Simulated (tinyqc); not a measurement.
Monte Carlo simulation of one carrier in a uniform electric field: one step, computed by the program tinyqc. Command: `OMP_NUM_THREADS=1 python tinyqc.py 3013236 3013237 out.jsonl mcfl walk`. One thread of a shared host (Intel(R) Xeon(R) Processor @ 2.30GHz), about 3 s of CPU time with the checks.

The force e F acts along +z. Flights end at the constant total rate Gamma; the part of Gamma that the real rates do not fill is self-scattering, which leaves k unchanged. One valley, no impurities and no intervalley scattering.

Question. Total rate Gamma. Kane band: hbar^2 k^2/(2 m) = E (1 + alpha E), speed v = hbar k/(m (1 + 2 alpha E)), states per spin, volume and energy g(E) = m k (1 + 2 alpha E)/(2 pi^2 hbar^2); overlap factors are set to 1. Masses are multiplied by m_0 and all formulas are in SI units. Phonon occupation N_q = 1/(exp(hbar w/(k_B T)) - 1). Acoustic deformation potential (elastic, equipartition, absorption and emission together): 1/tau = 2 pi k_B T D_A^2 g(E)/(hbar rho v_l^2). Polar optical, unscreened: W = e^2 w (1/eps_inf - 1/eps_s) m (1 + 2 alpha E') ln|(k + k')/(k - k')| / (4 pi eps_0 hbar^2 k), times N_q for absorption (E' = E + hbar w) and N_q + 1 for emission (E' = E - hbar w > 0), with alpha = 0 for a parabolic band; mean cosine of the angle <cos> = (k^2 + k'^2)/(2 k k') - 1/ln|(k + k')/(k - k')|. Gamma is 1.05 times the largest total rate on the grid E = (j + 1/2) E_max/400, j = 0..399.

Inputs (values chosen for the exercise, modelled on GaSb):
```
quantity                                              value    unit
effective mass m                                     0.0398     m_0
non-parabolicity alpha                                  1.2    1/eV
static permittivity eps_s                              15.7       -
high-frequency permittivity eps_inf                    14.4       -
density rho                                            5610  kg/m^3
sound velocity v_l                                     4210     m/s
acoustic deformation potential D_A                        8      eV
optical phonon energy hbar w                           29.5     meV
lattice temperature T                                   100       K
energy E_max up to which Gamma must cover the rates       1      eV
```

Crystal: polar. Band: Kane.

Constants: k_B = 1.380649e-23 J/K; e = 1.602176634e-19 C; hbar = 1.054571817e-34 J s; m_0 = 9.1093837015e-31 kg; hbar = 6.582119569e-16 eV s; eps_0 = 8.8541878128e-12 F/m; k_B = 8.617333262e-05 eV/K.

Give: largest total rate; energy of the largest rate; Gamma.

Answer.

largest total rate = 3.185 1e12/s

energy of the largest rate = 998.75 meV

Gamma = 3.344 1e12/s
